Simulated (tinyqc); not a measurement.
Inside a calculation: band edges of strained Si(1-x)Ge(x) on relaxed Si(1-y)Ge(y). Values are carried at full precision from step to step, so a last printed digit may differ when a step is redone from the rounded ones.

Values are linear in the Ge fraction but for ED(x) = linear - CD x (1 - x) and a(x) = linear - Ca x (1 - x). Energies are on the common scale of Ev.

Values chosen for the exercise (end members near Si and Ge, in this order; shifted at random, so the results belong to these values and not to a real crystal):
- a = (5.425, 5.664) angstrom (lattice constant)
- Dso = (0.045, 0.29) eV (spin-orbit splitting)
- av = (2.47, 1.24) eV (valence hydrostatic potential)
- b = (-2.07, -2.54) eV (tetragonal shear potential)
- d = (-4.79, -5.27) eV (trigonal shear potential)
- C11 = (166.9, 129.2) GPa
- C12 = (64.6, 47.7) GPa
- C44 = (79, 67.5) GPa
- Ev = (0, 0.65) eV (top of the unstrained valence band)
- ED = (1.138, 0.933) eV (gap to the Delta valleys)
- EL = (2.006, 0.735) eV (gap to the L valleys)
- aD = (1.85, 1.22) eV (hydrostatic potential of the Delta gap)
- aL = (-3.13, -2.87) eV (hydrostatic potential of the L gap)
- XuD = (8.94, 9.19) eV (uniaxial potential, Delta)
- XuL = (16.36, 14.7) eV (uniaxial potential, L)
- CD = 0.235 eV (bowing of the Delta gap)
- Ca = 0 angstrom (bowing of the lattice constant)
- x = 0.4 (Ge fraction of the layer)
- y = 0 (Ge fraction of the relaxed buffer)
- face = 111 (growth face)

## Values of the layer and the buffer

Interpolate at x and at y.

Interpolated values (a in angstrom, C11, C12, C44 in GPa, all else in eV):
```
symbol     layer    buffer
a         5.5206    5.4250
Dso       0.1430    0.0450
av        1.9780    2.4700
b        -2.2580   -2.0700
d        -4.9820   -4.7900
C11     151.8200  166.9000
C12      57.8400   64.6000
C44      74.4000   79.0000
Ev        0.2600    0.0000
ED        0.9996    1.1380
EL        1.4976    2.0060
aD        1.5980    1.8500
aL       -3.0260   -3.1300
XuD       9.0400    8.9400
XuL      15.6960   16.3600
```

## Strain of the layer on a (111) buffer

Coherent growth on a (111) face: e_par = (a(y) - a(x))/a(x), e_perp = -(2 C11 + 4 C12 - 4 C44)/(C11 + 2 C12 + 4 C44) e_par; exx = eyy = ezz = (2 e_par + e_perp)/3 and exy = eyz = ezx = (e_perp - e_par)/3.

Use the elastic constants of the layer.

e_par = -0.017317
e_perp = 0.007275

strain tensor in the cubic axes:
```
           x          y          z
x  -0.009120   0.008197   0.008197
y   0.008197  -0.009120   0.008197
z   0.008197   0.008197  -0.009120
```

The layer is under compression in the plane; its volume changes by -2.736 %.

## Conduction valleys of the layer

A valley with unit axis u lies at Ev + gap + (av + a_valley) tr(e) + Xu (u.e.u - tr(e)/3); the Delta axes are x, y, z and the L axes [111], [1-1-1], [-11-1], [-1-11]. The second-order shift of the Delta valleys under shear is left out; it lowers the pair normal to the sheared plane by tens of meV at a shear of 1 %.

Give the hydrostatic shifts, the uniaxial shifts and the edges.

hydrostatic shifts of Delta and L (eV): -0.0978  0.0287

uniaxial shifts (eV): Delta x 0.0000, Delta y 0.0000, Delta z 0.0000, L [111] 0.2573, L [1-1-1] -0.0858, L [-11-1] -0.0858, L [-1-11] -0.0858

valley edges (eV): Delta x 1.1618, Delta y 1.1618, Delta z 1.1618, L [111] 2.0436, L [1-1-1] 1.7005, L [-11-1] 1.7005, L [-1-11] 1.7005

The lowest set is Delta6 (the digit counts whole valleys) at 1.1618 eV; the Delta valleys spread over 0 meV and the L valleys over 343 meV.

## Valence edges of the layer

Valence edges: Ev plus the levels of the 6 x 6 matrix of X, Y, Z times spin with -Dso/3 + l exx + m (eyy + ezz) on the diagonal (cyclic), n exy off it, l = av + 2 b, m = av - b, n = sqrt(3) d. Spin-orbit term (Dso/3) L.sigma on X, Y, Z with (L_k)_ij = -i epsilon_kij: <X+|H|Y+> = -i Dso/3, <X+|H|Z-> = Dso/3, <Y+|H|Z-> = -i Dso/3, <Z+|H|X-> = -Dso/3, <Z+|H|Y-> = i Dso/3, <X-|H|Y-> = i Dso/3, and their conjugates; + and - are the spin along z.

Give the strain block and the three twofold edges.

strain block (eV):
```
         X        Y        Z
X  -0.0541  -0.0707  -0.0707
Y  -0.0707  -0.0541  -0.0707
Z  -0.0707  -0.0707  -0.0541
```

edges from the top (eV): 0.2766  0.2054  -0.0073

The top two edges are split by 71 meV.

## Gap and offsets against the buffer

Buffer: Ev(y) and Ec = Ev(y) + min(ED, EL). dEc = Ec(buffer) - Ec(layer), dEv = Ev(layer) - Ev(buffer); positive values confine the carrier in the layer; type I if both have one sign.

gap of the strained layer = 0.8851 eV
gap of the buffer = 1.1380 eV
dEc = -0.0238 eV
dEv = 0.2766 eV

Type II: electrons collect in the buffer (24 meV) and holes in the layer (277 meV). The relaxed layer would have a gap of 1.000 eV, so strain has moved it by -114 meV. An offset this small is within the spread of published parameter sets, so the type is not settled by this model.

## Checks

- Mean of the three Delta edges against the hydrostatic shift alone (eV): both 1.16176.

tinyqc: `OMP_NUM_THREADS=1 python tinyqc.py 1080081 1080082 out.jsonl`; about 0.01 s, one thread, shared Intel(R) Xeon(R) Processor @ 2.30GHz.
